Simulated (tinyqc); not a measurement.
Equilibrium and kinetic segregation of a solute to boundaries and growing surfaces: one step, computed by the program tinyqc. Command: `OMP_NUM_THREADS=1 python tinyqc.py 3020686 3020687 out.jsonl segreg walk`. One thread of a shared host (Intel(R) Xeon(R) Processor @ 2.30GHz), about 0.01 s of CPU time with the checks.

Problem. Depletion of small grains. With theta the solute fraction on boundary sites and x that in the grains, theta/(1 - theta) = [x/(1 - x)] exp[(Q + z w theta)/(k_B T)]. Finite grains: boundary sites are the fraction f = 3 delta/d, and x0 = (1 - f) x + f theta; solve both equations for theta; share at boundaries = f theta/x0.

Inputs (values chosen for the exercise, for a model alloy): segregation energy Q = 0.167 eV; interaction z w (positive attracts) = -0.069 eV; total solute fraction x0 = 0.0039; temperature T = 1075 K; grain size d = 410 nm; boundary thickness delta = 0.75 nm.

Isotherm: Fowler-Guggenheim.

Constants: k_B = 8.617333262e-05 eV/K.

Give: site fraction f; coverage theta; fraction x left in the grains; share of solute at boundaries; enrichment theta/x.

Solution.

site fraction f = 0.005488

coverage theta = 0.02225

fraction x left in the grains = 0.003799

share of solute at boundaries = 3.130 %

enrichment theta/x = 5.856
